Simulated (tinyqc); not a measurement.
# Frequency dispersion of an accumulation capacitance by border traps, distributed model: capacitance and loss against frequency

Traps spread evenly through the insulator exchange electrons with the semiconductor by tunnelling, with tau(x) = t0 exp(2 ka x) at depth x from the interface. The admittance per area Y seen at depth x obeys dY/dx = -Y^2/(i w eps0 eox) + q Nb ln(1 + i w tau)/tau, with Y(0) = i w Cs and w = 2 pi f; the gate sees Y(tox) = G + i w C. Working variable y = Y/(i w), in uF/cm^2. Cox = eps0 eox/tox.

Cox; trap-free value 1/(1/Cox + 1/Cs); response depth d = ln(1/(w t0))/(2 ka), where w tau = 1; lumped estimate: all traps within d act as C_bt = q Nb d placed at d/2, so C = 1/{1/[1/(1/Cs + d/(2 eps0 eox)) + C_bt] + (tox - d/2)/(eps0 eox)}. C and G from a fine integration; dispersion -d C/d log10 f over C, from f times and over 1.1. For a broad spread of time constants G/w is close to -(pi/2) dC/d ln w.

Values chosen for this exercise; permittivity close to that of zirconium oxide:
- eox = 21 (relative permittivity of the insulator)
- tox = 9.3 nm (insulator thickness)
- Cs = 0.86 uF/cm^2 (semiconductor capacitance in accumulation)
- Nb = 4.1e18 cm^-3 eV^-1 (density of border traps)
- ka = 5.8 1/nm (decay constant of the wave function in the insulator)
- t0 = 2e-10 s (time constant of a trap at the interface)

Constants: q = 1.602176634e-19 C, eps0 = 8.8541878128e-14 F/cm where lengths are in cm. Results are converted to the units shown.

The same in every row: trap-free C (uF/cm^2) = 0.6013.

Result of one run:

| f (Hz) | d (nm) | C (uF/cm^2) | G/w (uF/cm^2) | dispersion (% a decade) | -(pi/2) dC/d ln w (uF/cm^2) | lumped C (uF/cm^2) |
|---|---|---|---|---|---|---|
| 1e6 | 0.5758 | 0.6230 | 0.004490 | 1.057 | 0.004492 | 0.6201 |

What becomes of these results when the frequency f is changed from 1e6 to 10 Hz, all else the same?

Result of the changed run:

| f (Hz) | d (nm) | C (uF/cm^2) | G/w (uF/cm^2) | dispersion (% a decade) | -(pi/2) dC/d ln w (uF/cm^2) | lumped C (uF/cm^2) |
|---|---|---|---|---|---|---|
| 10 | 1.568 | 0.6568 | 0.004740 | 1.058 | 0.004740 | 0.6536 |

The whole series:

| f (Hz) | d (nm) | C (uF/cm^2) | G/w (uF/cm^2) | dispersion (% a decade) | -(pi/2) dC/d ln w (uF/cm^2) | lumped C (uF/cm^2) |
|---|---|---|---|---|---|---|
| 10 | 1.568 | 0.6568 | 0.004740 | 1.058 | 0.004740 | 0.6536 |
| 100 | 1.370 | 0.6499 | 0.004687 | 1.057 | 0.004687 | 0.6468 |
| 1000 | 1.171 | 0.6430 | 0.004636 | 1.057 | 0.004636 | 0.6400 |
| 10000 | 0.9728 | 0.6363 | 0.004586 | 1.057 | 0.004586 | 0.6333 |
| 1e5 | 0.7743 | 0.6296 | 0.004538 | 1.057 | 0.004538 | 0.6267 |
| 1e6 | 0.5758 | 0.6230 | 0.004490 | 1.057 | 0.004492 | 0.6201 |
| 1e7 | 0.3773 | 0.6164 | 0.004431 | 1.058 | 0.004447 | 0.6136 |

C falls from 0.6568 to 0.6164 uF/cm^2, towards the trap-free 0.6013; each decade of frequency removes ln 10/(2 ka) = 0.198 nm from the response depth. The dispersion stays near 1.06 % a decade and G/w falls from 0.00474 to 0.00443 uF/cm^2. G/w lies between 0.996 and 1.00 times -(pi/2) dC/d ln w, the relation for a broad spread of time constants.

Program tinyqc, `OMP_NUM_THREADS=1 python tinyqc.py 2202075 2202076 out.jsonl`; Intel Xeon 2.30GHz, shared host, one thread, about 0.5 s.
